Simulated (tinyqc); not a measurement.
# Bandgap voltage reference from two bipolar transistors, step by step

Numbers from tinyqc (`OMP_NUM_THREADS=1 python tinyqc.py 2062205 2062206 out.jsonl`; about 0.02 s on one thread of a shared Intel Xeon 2.30GHz). Printed values are rounded.

Two transistors of area 1 and N carry the same current I. Is(T) = Is (T/T0)^eta exp[(Vg0 q/kB)(1/T0 - 1/T)], VBE1 = Vt ln(I/Is(T)) + I rb, VBE2 = Vt ln(I/(N Is(T))) + I rb/N. The amplifier forces I R1(T) = VBE1 - VBE2 + Vos, with R(T) = R (1 + tc (T - T0)) for both resistors, and the output is Vref = VBE1 + I R2(T). Base currents and the Early effect are neglected.

Inputs (values chosen for the exercise); values of the order met in silicon bipolar transistors: reference temperature T0 = 323 K; band-gap voltage extrapolated to 0 K Vg0 = 1.181 V; temperature exponent of the saturation current eta = 4; saturation current of the unit transistor at T0 Is = 1.1e-17 A; area ratio of the second transistor N = 10; resistor across which the difference of VBE falls, at T0 R1 = 2.3 kohm; temperature coefficient of both resistors tc = 0 ppm/K; offset of the amplifier Vos = 0.5 mV; series resistance of the unit transistor rb = 0 ohm; output resistor at T0 R2 = 17.86 kohm; temperature T = 253 K.

Constants: q = 1.602176634e-19 C, kB = 1.380649e-23 J/K. Results are converted to the units shown.

## Operating point at the reference temperature

Vt = kB T/q; I = (Vt ln N + Vos)/(R1(T) - rb (1 - 1/N)). Evaluate at T = T0.

Vt = 0.0278340 V
I = 28.0827 uA
Is(T) = 1.1e-17 A
VBE1 = 0.795169 V
I R2 = 0.501556 V
Vref = 1.29673 V

## Operating point at another temperature

Vt = kB T/q; I = (Vt ln N + Vos)/(R1(T) - rb (1 - 1/N)).

Vt = 0.0218019 V
I = 22.0437 uA
Is(T) = 3.30093e-23 A
VBE1 = 0.894808 V
I R2 = 0.393701 V
Vref = 1.28851 V

From T0 to T, VBE1 changes by 99.6 mV and I R2 by -108 mV, which leaves -8.22 mV in Vref.

## Resistor for zero slope at T0, ideal case

With tc = 0, Vos = 0 and rb = 0 the current is proportional to T, dVBE/dT = (VBE - Vg0 - (eta - 1) Vt)/T, and Vref has zero slope at T0 when Vref = Vg0 + (eta - 1) Vt0. Find VBE1, its slope, that Vref, R2/R1 and the curvature d2Vref/dT2 = -(eta - 1) kB/(q T0).

VBE1 = 0.794953 V
dVBE/dT = -1.45371 mV/K
Vref = 1.26450 V
R2/R1 = 7.32639
curvature = -0.800372 uV/K^2
